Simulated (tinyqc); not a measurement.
Electron-beam lithography: double-Gaussian proximity function, edge placement and dose correction for parallel lines: one step, computed by the program tinyqc. Command: `OMP_NUM_THREADS=1 python tinyqc.py 3113148 3113149 out.jsonl proximity walk`. One thread of a shared host (Intel(R) Xeon(R) Processor @ 2.30GHz), about 0.01 s of CPU time with the checks.

Lines are infinitely long. Absorbed energy is counted so that the middle of a very large area written at dose 1 receives 1; the resist develops where it exceeds 1/2.

Question. Dose to size and latitude. A test line of width w << beta in surroundings of density rho, all at dose d: near its edge E(x) = d [S + eta rho]/(1 + eta), S = [erf((b - x)/alpha) - erf((a - x)/alpha)]/2 for edges a and b, the second term being the background energy. Dose to size d_s = (1 + eta)/(erf(w/alpha) + 2 eta rho), dose = d_s D0; edge slope d [1 - exp(-w^2/alpha^2)]/(sqrt(pi) alpha (1 + eta)); width change per 1 % of dose = 2 x 0.01 x (1/2)/slope.

Inputs (values chosen for the exercise, of the order of those for 20 keV electrons in resist on silicon): forward range alpha = 0.0084 micrometre; backscatter ratio eta = 1.1; base dose D0 = 140 microcoulomb/cm^2; width of the test line = 0.042 micrometre; pattern density around the test line = 0.65.

Give: dose to size d_s; dose; edge slope; width change per 1 % of dose; background energy.

Answer.

dose to size d_s = 0.86420

dose = 120.99 microcoulomb/cm^2

edge slope = 0.027640 1/nm

width change per 1 % of dose = 0.36179 nm

background energy = 0.29424

The background supplies 59 % of the threshold.
